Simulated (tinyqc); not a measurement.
## Band bending at a free surface with one surface level, surface photovoltage and Kelvin probe: pinning by the surface states

n-type bulk, xi = Ec - EF = Vt ln(Nc/Nd), p0 = ni^2/Nd, ni = sqrt(Nc Nv) exp(-Eg/(2 Vt)), Eg in volts. b is the upward band bending, u = b/Vt. Space charge per area, in units of q: Qc = sign(b) sqrt((2 eps0 eps_r Vt/q) [(Nd + dn)(exp(-u) - 1) + Nd u + (p0 + dn)(exp(u) - 1)]), with dn the excess density under light (flat quasi-Fermi levels; 0 in the dark). The level holds -Ns f, f = 1/(1 + exp((xi + b - Es)/Vt)). Neutrality: Qc + Qf + (charge of the states) = 0.

b solves the neutrality condition in the dark.

Parameters, values chosen for the exercise; band and dielectric values those of a made-up semiconductor: temperature T = 300 K; band gap Eg = 0.754 eV; relative permittivity eps_r = 20.2; conduction-band density of states at T Nc = 1.35e19 cm^-3; valence-band density of states at T Nv = 5.43e18 cm^-3; donor density Nd = 8.8e15 cm^-3; fixed positive charge at the surface Qf = 0 cm^-2; its depth below the conduction edge Es = 0.34 eV.

Constants: q = 1.602176634e-19 C, kB = 1.380649e-23 J/K, Vt = kB T/q, eps0 = 8.8541878128e-14 F/cm where lengths are in cm. Results are converted to the units shown.

Results:

| Ns (cm^-2) | b (V) | xi + b (eV) | Qc (cm^-2) |
|---|---|---|---|
| 2.4e10 | 0.01330 | 0.2029 | 2.388e10 |
| 6.7e10 | 0.04312 | 0.2328 | 6.596e10 |
| 1.8e11 | 0.1207 | 0.3103 | 1.367e11 |
| 5.1e11 | 0.1688 | 0.3585 | 1.676e11 |
| 1.4e12 | 0.1991 | 0.3887 | 1.845e11 |
| 1.1e13 | 0.2521 | 0.4417 | 2.109e11 |
| 2.9e13 | 0.2761 | 0.4658 | 2.219e11 |
| 8.1e13 | 0.3015 | 0.4912 | 2.330e11 |

Estimate the missing row, Ns = 3.9e12 cm^-2.

Computed row:

| Ns (cm^-2) | b (V) | xi + b (eV) | Qc (cm^-2) |
|---|---|---|---|
| 3.9e12 | 0.2260 | 0.4157 | 1.983e11 |

With this row back in the table: b rises from 0.0133 to 0.302 V. The level is over 95 % full (Qc near Ns - Qf) in the 2 rows with xi + b more than 3 Vt short of Es = 0.34 eV. Beyond that it empties, and between the last two rows b gains only 57.0 mV a decade.

Program tinyqc, `OMP_NUM_THREADS=1 python tinyqc.py 2430133 2430134 out.jsonl`; Intel Xeon 2.30GHz, shared host, one thread, about 0.01 s.
